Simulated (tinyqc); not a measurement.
Solubility, supersaturation, precipitation and gettering of an impurity in a silicon-like host: one step, computed by the program tinyqc. Command: `OMP_NUM_THREADS=1 python tinyqc.py 3006227 3006228 out.jsonl ripen walk`. One thread of a shared host (Intel(R) Xeon(R) Processor @ 2.30GHz), about 0.01 s of CPU time with the checks.

The wafer was saturated at T1 and is then held at T.

Task: Ham's law for sinks of fixed radius. tau0 = 1/(4 pi n r0 D); C_fixed(t) = C_eq + (C0 - C_eq) exp(-t/tau0). If all excess precipitates, the final radius is r_f = [r0^3 + 3 (C0 - C_eq)/(4 pi n C_p)]^(1/3), with tau_f = 1/(4 pi n r_f D).

Inputs (values chosen for the exercise, modelled on iron in silicon):
```
quantity,value,unit
temperature of saturation T1,1325,K
anneal temperature T,736,K
sink density n,1.5e+07,1/cm^3
initial sink radius r0,7.5,nm
impurity density in the precipitate C_p,2.6e+22,1/cm^3
anneal time t,21000,s
```

D(T) = 2.137904e-08 cm^2/s

C_eq(T) = 1622788 1/cm^3

C0 = 1.016685e+15 1/cm^3

Give: tau0; C_fixed(t); final radius r_f; tau_f.

Result:

tau0 = 3.3086e+05 s

C_fixed(t) = 9.5416e+14 1/cm^3

final radius r_f = 85.397 nm

tau_f = 29058 s

The sinks grow 11.4 times, so the fixed radius underrates the later rate. Caution: the barrier to homogeneous nucleation is below 35 k_B T for these inputs, so new precipitates would form and outnumber the fixed sinks assumed here.
